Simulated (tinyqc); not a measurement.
Strain: hole subbands of a hard-walled well, four-band Luttinger model.

Hole energies are counted downwards from the unstrained band edge, c = hbar^2/2m0. After the usual block transformation one block is H = [[P + Q - Zs, R - i S], [R + i S, P - Q + Zs]] in (heavy, light), with P +/- Q = c [(g1 +/- g2) k^2 + (g1 -/+ 2 g2) kz^2], R = sqrt(3) c gR k^2, S = 2 sqrt(3) c g3 k kz, kz = -i d/dz; axial approximation gR = (g2 + g3)/2. Zs = b (e_par - e_perp) is the shear part of the strain (the hydrostatic part shifts all levels alike and is left out). Basis sqrt(2/L) sin(n pi z/L), n = 1 to N, for each component: kz^2 gives (n pi/L)^2 and the heavy-light block is R delta_nm - 2 sqrt(3) c g3 k D_nm with D_nm = 4 n m/(L (n^2 - m^2)) for n + m odd, 0 otherwise. The other block has the same levels. The split-off band is left out.

Constants: hbar^2/2m0 = 3.80998211 eV angstrom^2.

Values chosen for the exercise (near those of InAs; the results hold for these values, not for the real material): g1 = 19.87 (Luttinger gamma1); g2 = 8.51 (gamma2); g3 = 9.3 (gamma3); L = 95 angstrom (well width along [001]); Zlist = (-0.1348, -0.1108, -0.0445, -0.0208, 0, 0.036, 0.1333) eV (shear strain energies (negative: tension in the plane, for b < 0)).

N = 20. dE is the rise of the top subband from k = 0 to k1 = pi/(4L), m1 = c k1^2/dE (dash if dE is not positive), and the heavy weight is taken at k = pi/L.

Top subband:
```
Zs (eV)  HH1 (meV)  LH1 (meV)  dE (meV)  heavy weight  m1 (m0)
-0.1348      146.7       18.9    -2.447         0.190        -
-0.1108      122.7       42.9    -4.323         0.240        -
-0.0445       56.4      109.2     5.118         0.448    0.051
-0.0208       32.7      132.9     5.605         0.540    0.046
0.0000        11.9      153.7     5.786         0.618    0.045
0.0360       -24.1      189.7     5.994         0.733    0.043
0.1333      -121.4      287.0     6.327         0.897    0.041
```

HH1 and LH1 cross at Zs = -2 c g2 (pi/L)^2 = -0.0709 eV; for more negative Zs the light hole is on top. Among the rows with HH1 on top, m1 goes from 0.051 to 0.041 m0 as the splitting widens from 53 to 408 meV, against the unmixed 1/(g1 + g2) = 0.035: compression lightens the holes here. A dash marks a top subband whose hole energy at k1 lies below that at k = 0: an electron-like (negative) mass. m1 describes the neighbourhood of k = 0 only; where HH1 and LH1 lie close, the band may peak further out.

Run: tinyqc, `OMP_NUM_THREADS=1 python tinyqc.py 1252261 1252262 out.jsonl`; Intel(R) Xeon(R) Processor @ 2.30GHz, one thread, shared host; about 0.08 s of CPU time with all checks.
